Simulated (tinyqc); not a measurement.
Competing polymorphs of an oxide film: bulk, surface, grain-boundary, dopant and field terms: one step, computed by the program tinyqc.

Phases: monoclinic m (reference), polar orthorhombic o, tetragonal t. Free energies per formula unit (f.u.); 1 J/m^2 x angstrom^3/nm = 6.241509 meV.

Task: Free energies of the grain. Area per volume: A = 3/R for a sphere; G = b + gamma Omega A.

Inputs (values chosen for the exercise, for a model oxide): surface energy of m = 2.84 J/m^2; surface energy of o = 2.1 J/m^2; surface energy of t = 1.94 J/m^2; volume per formula unit Omega = 34.5 angstrom^3; grain radius R = 23 nm; temperature T = 500 K.

Geometry: free particles.

b (meV/f.u.): m 0.00, o 61.91, t 23.30

Give: area per volume A; G less G(m); G(o) - G(m); G(t) - G(o).

Result:

area per volume A = 0.13043 1/nm

G less G(m) (meV/f.u.): m 0.000, o 41.126, t -1.978

G(o) - G(m) = 41.126 meV/f.u.

G(t) - G(o) = -43.104 meV/f.u.

The lowest phase is t, by 2.0 meV/f.u. over m, whereas the bulk terms alone favour m. Caution: this is an equilibrium ranking; real films often keep the phase that nucleates first on cooling from t.
